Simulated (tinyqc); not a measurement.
Inside a calculation: electrons shared among three sets of ellipsoidal valleys. Values are carried at full precision from step to step, so a last printed digit may differ when a step is redone from the rounded ones.

Constants: hbar^2/2m0 = 3.80998211 eV angstrom^2; kB = 8.617333262e-05 eV/K.

Inputs chosen for the exercise (masses and offsets near those of GaP; mobilities are free inputs, held fixed; the results hold for these values, not for the real material):
- ml = (1.957, 1.208, 0.132) m0 (longitudinal masses of X, L, Gamma)
- mt = (0.2586, 0.1526, 0.132) m0 (transverse masses)
- M = (3, 4, 1) (valleys in each set)
- T = 200 K
- dE = (0, 0.347, 0.474) eV (edges of X, L, Gamma above the first)
- n = 5.1e+17 1/cm^3 (total electron density)
- mu = (250, 360, 1400) cm^2/(V s) (mobility of each set)

## Masses of each set

One valley: m_d = (ml mt^2)^(1/3). Whole set: m_de = M^(2/3) m_d. Mean over three axes: 1/m_c = (1/ml + 2/mt)/3. Anisotropy K = ml/mt.

m_d, m_de, m_c (m0) and K of each set:

| set | m_d | m_de | m_c | K |
|---|---|---|---|---|
| X | 0.5077 | 1.0561 | 0.3639 | 7.57 |
| L | 0.3041 | 0.7664 | 0.2153 | 7.92 |
| Gamma | 0.1320 | 0.1320 | 0.1320 | 1.00 |

m_de/m_c is 2.90 for X, 3.56 for L, 1.00 for Gamma: many anisotropic valleys give many states at a light conductivity mass. m_c is the mean over three axes; a set that holds only some of the equivalent valleys conducts with a mass that depends on direction.

## Effective densities of states

N_i = M_i times N = 2 (m kB T/(4 pi c))^(3/2) with c = hbar^2/2m0, in 1/angstrom^3; times 1e24 for 1/cm^3, with m = (ml mt^2)^(1/3).

kT = 0.017235 eV

N_i (1/cm^3): X 1.4825e+19, L 9.1640e+18, Gamma 6.5508e+17

## Fermi level and populations

F_j(eta) = (1/Gamma(j + 1)) integral_0^infinity x^j dx/(1 + exp(x - eta)), which tends to exp(eta) for eta << 0.

Solve n = sum_i N_i F_1/2((EF - dE_i)/kT), energies from the edge of the first set.

EF = -0.0579 eV

eta_i: X -3.36, L -23.49, Gamma -30.86

n_i (1/cm^3): X 5.10e+17, L 5.75e+08, Gamma 2.59e+04

shares: X 1.0000, L 0.0000, Gamma 0.0000

X holds most electrons (100.0 %). Boltzmann weights N_i exp(-dE_i/kT) would give L a share of 0.0000.

## Drift and Hall mobility of the mixture

With f_i the shares, mu_drift = sum f_i mu_i; low-field Hall mobility mu_H = sum f_i mu_i^2/mu_drift (scattering and anisotropy factors set to 1); the Hall density is n mu_drift/mu_H; rho = 1/(e n mu_drift), e = 1.602176634e-19 C.

mu_drift = 250 cm^2/(V s)
mu_H = 250 cm^2/(V s)
Hall density = 5.10e+17 1/cm^3
rho = 0.0490 ohm cm

A Hall measurement would read 100.0 % of the true density. The mobilities are of the size met in pure crystals; at this density impurities would cut them and raise rho, by a factor of two to ten or more depending on crystal and density.

## Checks

- Share of L at n = 1e10 1/cm^3 against the Boltzmann weight: both 1.115e-09.

Computed by tinyqc, a small Python program: `OMP_NUM_THREADS=1 python tinyqc.py 1682543 1682544 out.jsonl` (the numbers bound the seed that draws the inputs); one thread of a shared host (Intel(R) Xeon(R) Processor @ 2.30GHz), about 0.01 s for the whole set of steps.
